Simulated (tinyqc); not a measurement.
Worked calculation: geometry optimisation on the RHF/sto-3g surface (energies and gradients from PySCF), for H3+, spin multiplicity 1. One step of it, computed by the program tinyqc.

Task: Step 3: move. Steepest descent, p = -g / 0.15; steps longer than 0.5 bohr are cut back (factor 0.325 here).

positions after step 2 (bohr):
```
            x          y         z
1H  -0.120056   0.018615  0.012444
2H  -0.006482  -0.015057  1.534082
3H   0.075515   1.315471  0.792955
```

gradient (hartree/bohr):
```
              x            y            z
1H   0.01558323   0.06367930   0.11603864
2H  -0.00157149   0.06908251  -0.11422684
3H  -0.01401174  -0.13276182  -0.00181180
```

Give: positions after step 3.

Result:

positions after step 3 (bohr):
```
          x        y        z
1H  -0.1538  -0.1192  -0.2386
2H  -0.0031  -0.1645   1.7812
3H   0.1058   1.6027   0.7969
```
